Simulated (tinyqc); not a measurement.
Implant damage, amorphisation by cascade overlap, and solid-phase epitaxial regrowth: one step, computed by the program tinyqc.

Range and width of the damage are inputs. Dynamic annealing enters only through the surviving share f.

Question. The amorphous layer. Displaced share x(z) = f nu Q exp(-(z - R_d)^2/(2 s_d^2))/(sqrt(2 pi) s_d N); the layer is amorphous where x > x_c, between R_d -/+ s_d sqrt(2 ln(x_max/x_c)), the upper edge being cut at the surface. Threshold dose Q_c = Q x_c/x_max.

Inputs (values chosen for the exercise, modelled on germanium ions in germanium):
```
quantity                           value    unit
atomic density N                    44.2  1/nm^3
depth of the damage peak R_d          10      nm
width of the damage profile s_d      5.9      nm
share of defects that survive f     0.78       -
critical displaced share x_c        0.16       -
dose Q                           7.8e+14  1/cm^2
```

displacements per ion nu = 418.6330

Give: peak displaced share x_max; threshold dose Q_c; upper edge; lower edge.

Answer.

peak displaced share x_max = 3.896

threshold dose Q_c = 3.203e+13 1/cm^2

upper edge = 0 nm

lower edge = 24.91 nm

The layer reaches the surface. Caution: x above 1 counts atoms displaced more than once.
